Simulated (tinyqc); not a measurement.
Precursor delivery by bubblers, mass-transport growth and the solid composition of a III-V alloy: one step, computed by the program tinyqc.

1 sccm = 44.615 micromol/min; 1 torr = 133.322 Pa. The sources decompose fully at the surface.

Question. Bubblers. log10 p_v = a - b/T_bath; molar flow = F x 44.615 x p_v/(p_b - p_v) for a saturated bubbler.

Inputs (values chosen for the exercise, modelled on trimethylgallium (source 1) and trimethylindium (source 2) for the vapour pressures):
```
quantity              value  unit
bath temperature T1     262     K
bath temperature T2     301     K
bubbler pressure p_b    760  torr
carrier flow F1          14  sccm
carrier flow F2         140  sccm
```

constants a, b of source 1 (log10 torr, K): 8.099  1703

constants a, b of source 2 (log10 torr, K): 10.5  3014

Give: vapour pressure 1; molar flow 1; vapour pressure 2; molar flow 2.

Answer.

vapour pressure 1 = 39.72 torr

molar flow 1 = 34.44 micromol/min

vapour pressure 2 = 3.067 torr

molar flow 2 = 25.31 micromol/min

One kelvin of bath error changes flow 1 by 6.0 % and flow 2 by 7.7 %.
